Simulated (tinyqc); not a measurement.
Inside a calculation. Model: hexagonal on-chip spiral inductor, lumped pi model.

Numbers from tinyqc (`OMP_NUM_THREADS=1 python tinyqc.py 2302128 2302129 out.jsonl`; about 0.01 s on one thread of a shared Intel Xeon 2.30GHz). Printed values are rounded.

Outer diameter do = di + 2 n wd + 2 (n - 1) sp, mean da = (do + di)/2, fill p = (do - di)/(do + di), length l = 3.464 n da. L = 2.33 mu0 n^2 da/(1 + 3.82 p), mu0 = 4 pi 1e-7 H/m. Rs = rho l/(wd delta (1 - exp(-th/delta))), delta = sqrt(rho/(pi f mu0)). Cs = n wd^2 eps0 eo/hu across the coil. At each end Cox = l wd eps0 eo/(2 ho) leads to the substrate branch Rsi = 2 rs he/(l wd) in parallel with Csi = l wd eps0 11.7/(2 he). With one end grounded Y = 1/(Rs + i w L) + i w Cs + 1/[1/(i w Cox) + 1/(1/Rsi + i w Csi)], w = 2 pi f; Q = -Im Y/Re Y. Eddy currents in neighbouring turns and in the substrate are left out.

Values chosen for this exercise; values of the order met in silicon radio-frequency processes:

| symbol | value | unit | meaning |
|---|---|---|---|
| n | 1.5 |  | number of turns |
| wd | 8 | um | line width |
| sp | 1.5 | um | space between turns |
| di | 40 | um | inner diameter |
| th | 3 | um | metal thickness |
| rho | 2.2 | uohm cm | metal resistivity |
| ho | 3.3 | um | oxide below the coil |
| hu | 1.2 | um | oxide between coil and underpass |
| eo | 4.1 |  | relative permittivity of the oxide |
| rs | 100 | ohm cm | substrate resistivity |
| he | 50 | um | effective spreading depth in the substrate |
| f | 1.1 | GHz | frequency |

Constants: eps0 = 8.8541878128e-12 F/m. Results are converted to the units shown.

## Geometry and model elements

do, l, L, delta, Rs, Cs, Cox, Rsi and Csi as defined.

do = 65.5 um
l = 274.089 um
L = 0.180684 nH
delta = 2.25079 um
Rs = 0.454827 ohm
Cs = 2.90417 fF
Cox = 12.0606 fF
Rsi = 45605.6 ohm
Csi = 2.27152 fF

Rs is 1.81 times the direct-current value in this empirical form, which overstates the skin effect of a flat slab when delta is near th and so stands in for some current crowding.

## Admittance, quality factor and apparent inductance

Series branch 1/(Rs + i w L), substrate branch, total Y, Q = -Im Y/Re Y, apparent inductance Im(1/Y)/w, metal-only value w L/Rs, share of the loss in the substrate Re(substrate branch)/Re Y.

series branch = 257.493-706.988i mS
substrate branch = 0.0148021+0.0164879i mS
Y = 257.508-706.951i mS
Q = 2.74535
apparent inductance = 0.180689 nH
w L/Rs = 2.74565
share of the loss in the substrate = 0.00574821 %

Q is 100 % of the metal-only value.
